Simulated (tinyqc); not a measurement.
Changing the temperature T: dopant redistribution at a moving silicon-oxide interface during parabolic oxidation. Computed by tinyqc, a small Python program. Command: `OMP_NUM_THREADS=1 python tinyqc.py 3011902 3011903 out.jsonl segox sweep`. One thread of a shared host (Intel(R) Xeon(R) Processor @ 2.30GHz), about 0.01 s of CPU time with the checks.

Uniformly doped silicon is oxidised with x_ox = sqrt(B t); the interface advances into the silicon by alpha x_ox, alpha = 0.44. The dopant does not move in the oxide, and at the interface C(silicon) = m C(oxide).

Inputs (values chosen for the exercise, modelled on boron in silicon under steam):

| quantity | value | unit |
|---|---|---|
| dopant prefactor D0 | 0.995 | cm^2/s |
| dopant activation energy E | 3.48 | eV |
| oxidation prefactor B0 | 363 | um^2/h |
| oxidation activation energy E_B | 0.786 | eV |
| segregation coefficient m = C(silicon)/C(oxide) | 0.14 | - |
| bulk doping C_B | 1.6e+15 | 1/cm^3 |
| time t | 0.48 | h |

Constants: k_B = 8.617333262e-05 eV/K.

Method:
- D = D0 exp(-E/(k_B T)), converted with 1 cm^2/s = 3.6e11 um^2/h; B = B0 exp(-E_B/(k_B T)); s = alpha sqrt(B/(4 D)), the interface advance over 2 sqrt(D t).
- Temperatures in kelvin are T(C) + 273.15.
- With the dopant diffusivity D and s = alpha x_ox/(2 sqrt(D t)), in the silicon C = C_B + (C_s - C_B) erfc(y/(2 sqrt(D t)))/erfc(s), y from the original surface. Dopant balance at the interface gives C_s/C_B = 1/[1 + (1/(m alpha) - 1) g], g = sqrt(pi) s exp(s^2) erfc(s).

One run for each value:

| temperature T (C) | ratio C_s/C_B | s | oxide thickness (um) | diffusion length 2 sqrt(D t) (um) |
|---|---|---|---|---|
| 850 | 0.06207 | 7.7544 | 0.22757 | 0.01291 |
| 900 | 0.06310 | 4.2849 | 0.27056 | 0.02778 |
| 950 | 0.06570 | 2.4854 | 0.31717 | 0.05615 |
| 1000 | 0.07125 | 1.5046 | 0.36718 | 0.10738 |
| 1050 | 0.08123 | 0.9461 | 0.42040 | 0.19552 |
| 1100 | 0.09689 | 0.6153 | 0.47662 | 0.34081 |
| 1150 | 0.11920 | 0.4125 | 0.53561 | 0.57132 |
| 1200 | 0.14880 | 0.2841 | 0.59715 | 0.92474 |

Over the rows, ratio C_s/C_B rises from 0.0621 to 0.149; s falls from 7.75 to 0.284; oxide thickness (um) rises from 0.228 to 0.597. Diffusion has the larger activation energy, so a hot oxidation lets it even out the profile and the ratio moves towards 1.

Caution (rows 850, 900, 950, 1000, 1050): in this case the oxide is not much thicker than a typical Deal-Grove length A, so real growth is slower than parabolic. Caution (all rows): parabolic growth needs an oxide much thicker than the Deal-Grove length A, which fails for thin films and low temperatures; oxidation-enhanced or retarded diffusion is ignored.
